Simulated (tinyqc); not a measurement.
Minority-electron transport through the base of a bipolar transistor (Moll-Ross and Kroemer integrals): one step, computed by the program tinyqc. Command: `OMP_NUM_THREADS=1 python tinyqc.py 3013164 3013165 out.jsonl base walk`. One thread of a shared host (Intel(R) Xeon(R) Processor @ 2.30GHz), about 0.01 s of CPU time with the checks.

Low injection, one dimension, x from the emitter edge (0) to the collector edge (W), s = x/W. Recombination is treated as a small correction (valid for tau_B well below tau_n), computed from the stored charge.

Question. Profile and built-in field. N(x) = N_0 (ratio)^(-s); n_i(x)^2 = n_i^2 exp(s dE_g/k_B T); D(x) = (k_B T/e) mu, mu = mu_min + (mu_max - mu_min)/(1 + (N/N_ref)^0.7). Field that drives electrons towards the collector, averaged over the base: (k_B T/e) ln[N_0 n_i(W)^2/(N(W) n_i^2)]/W.

Inputs (values chosen for the exercise, modelled on silicon):
```
quantity                               value        unit
base doping at the emitter edge N_0  2.9e+19      1/cm^3
base width W                              72          nm
mu_min                                   250  cm^2/(V s)
mu_max                                  1380  cm^2/(V s)
N_ref                                2.8e+17      1/cm^3
temperature T                            300           K
doping ratio N_0/N(W)                    3.6           -
gap narrowing across the base dE_g       170         meV
```

Base doping profile: exponential. Gap grading: linear. Exit of the base: saturation velocity.

Constants: k_B = 8.617333262e-05 eV/K.

Give: Across the base; drift factor eta (potential drop in k_B T/e); mean built-in field.

Answer.

Across the base:
```
s    N (1/cm^3)  n_i(x)^2/n_i^2  D (cm^2/s)  y (s/cm^5)
0.0   2.900e+19       1.000e+00       7.555   3.838e+18
0.2   2.245e+19       3.725e+00       7.760   7.764e+17
0.4   1.737e+19       1.388e+01       8.002   1.564e+17
0.6   1.345e+19       5.170e+01       8.285   3.139e+16
0.8   1.041e+19       1.926e+02       8.617   6.271e+15
1.0   8.056e+18       7.176e+02       9.003   1.247e+15
```

drift factor eta (potential drop in k_B T/e) = 7.857

mean built-in field = 28.21 kV/cm
